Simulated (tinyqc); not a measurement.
Worked calculation: power iteration on a symmetric matrix. One step of it, computed by the program tinyqc.

Problem. Step 2. w = (A - shift) v; v' = w/|w| with its largest component positive (the first on a tie); lambda = v'^T A v'.

A, lower triangle:
```
           1          2          3         4
1   0.089000
2  -1.691000   0.238000
3  -0.821000  -0.981000   0.271000
4  -0.112000   0.909000  -0.378000  1.344000
```

vector after step 1: 0.667102  0.445830  0.529957  -0.274509

shift = 0.510000

Give: vector after step 2; Rayleigh quotient after step 2.

Solution.

vector after step 2: 0.5374  0.7538  0.3764  0.0369

Rayleigh quotient after step 2 = -2.0219
